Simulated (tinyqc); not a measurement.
Defect, radiative and Auger recombination at equal electron and hole densities (ABC model): one step. The efficiency peak. Five cases, with inputs chosen for the exercise.

Task: IQE peaks at n_p = sqrt(Ae/C); with Q = B/sqrt(Ae C), IQE_max = Q/(Q + 2).

J/(e d) = Ae n + B n^2 + C n^3 with Ae = A + 4 S/w (four side walls, carriers spread evenly), e = 1.602176634e-19 C, lengths in cm; internal efficiency IQE = B n^2/(Ae n + B n^2 + C n^3); all injected carriers recombine in the layer.

Case 1.

Values chosen (orders of magnitude like those quoted for GaAs; shifted at random, so the results belong to these values and not to a real crystal): A = 5800000 1/s (defect rate); B = 1e-10 cm^3/s (radiative coefficient); C = 1.8e-30 cm^6/s (Auger coefficient); S = 0 cm/s (recombination velocity of the side walls); w = 32 micrometre (side of the square mesa); d = 200 nm (active thickness).

Case 2.

Values chosen (orders of magnitude like those quoted for GaN; shifted at random, so the results belong to these values and not to a real crystal): A = 25000000 1/s (defect rate); B = 2.6e-12 cm^3/s (radiative coefficient); C = 9.1e-32 cm^6/s (Auger coefficient); S = 0 cm/s (recombination velocity of the side walls); w = 190 micrometre (side of the square mesa); d = 3 nm (active thickness).

Case 3.

Values chosen (orders of magnitude like those quoted for InP; shifted at random, so the results belong to these values and not to a real crystal): A = 16000000 1/s (defect rate); B = 1.4e-10 cm^3/s (radiative coefficient); C = 1.2e-30 cm^6/s (Auger coefficient); S = 0 cm/s (recombination velocity of the side walls); w = 110 micrometre (side of the square mesa); d = 120 nm (active thickness).

Case 4.

Values chosen (orders of magnitude like those quoted for InGaAs; shifted at random, so the results belong to these values and not to a real crystal): A = 6000000 1/s (defect rate); B = 1.3e-10 cm^3/s (radiative coefficient); C = 7.7e-29 cm^6/s (Auger coefficient); S = 0 cm/s (recombination velocity of the side walls); w = 5.2 micrometre (side of the square mesa); d = 32 nm (active thickness).

Case 5.

Values chosen (orders of magnitude like those quoted for GaN; shifted at random, so the results belong to these values and not to a real crystal): A = 28000000 1/s (defect rate); B = 2.9e-12 cm^3/s (radiative coefficient); C = 2.2e-31 cm^6/s (Auger coefficient); S = 0 cm/s (recombination velocity of the side walls); w = 190 micrometre (side of the square mesa); d = 4.2 nm (active thickness).

Give: Ae; n_p; Q; IQE_max; J at the peak.

Result:

Case 1.

Ae = 5.800e+06 1/s
n_p = 1.795e+18 1/cm^3
Q = 30.95
IQE_max = 0.939
J at the peak = 1.10e+03 A/cm^2

Case 2.

Ae = 2.500e+07 1/s
n_p = 1.657e+19 1/cm^3
Q = 1.724
IQE_max = 0.463
J at the peak = 74.2 A/cm^2

Case 3.

Ae = 1.600e+07 1/s
n_p = 3.651e+18 1/cm^3
Q = 31.95
IQE_max = 0.941
J at the peak = 3.81e+03 A/cm^2

Case 4.

Ae = 6.000e+06 1/s
n_p = 2.791e+17 1/cm^3
Q = 6.048
IQE_max = 0.751
J at the peak = 6.91 A/cm^2

Case 5.

Ae = 2.800e+07 1/s
n_p = 1.128e+19 1/cm^3
Q = 1.168
IQE_max = 0.369
J at the peak = 67.3 A/cm^2

The side walls are taken as passivated.

Computed by tinyqc, one run a case: `OMP_NUM_THREADS=1 python tinyqc.py N N+1 out.jsonl` with N = 1652449, 1652492, 1680327, 1680443, 1680619; one thread of a shared Intel(R) Xeon(R) Processor @ 2.30GHz, about 0.01 s a run at most.
